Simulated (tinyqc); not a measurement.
Landau-Devonshire theory of a uniaxial ferroelectric: one step, computed by the program tinyqc.

G(P) = (alpha/2) P^2 + (beta*/4) P^4 + (gamma/6) P^6 - E P per volume, SI units, one domain, P along the polar axis, which is normal to the film.

Task: Coefficients at T. alpha = alpha_0 (T - T0*), with clamping: T0* = T0 + 4 Q12 u_m/(alpha_0 (s11 + s12)), beta* = beta + 4 Q12^2/(s11 + s12).

Inputs (values chosen for the exercise, for a model ferroelectric):
```
quantity                        value         unit
alpha_0                        736000  J m/(C^2 K)
Curie-Weiss temperature T0        830            K
beta                        -3.26e+08    J m^5/C^4
temperature T                     645            K
misfit strain u_m             -0.0099            -
electrostriction Q12            -0.05      m^4/C^2
compliance s11 + s12          4.3e-12        m^2/N
```

Sample: epitaxial film.

Give: T0*; alpha; beta*.

Result:

T0* = 1456 K

alpha = -5.966e+08 J m/C^2

beta* = 2.000e+09 J m^5/C^4

Compression raises T0 by 626 K. beta* > 0: the transition is of second order, although the free crystal has a first-order one. Caution: a shift of T0 this large is beyond the range where constant coefficients hold.
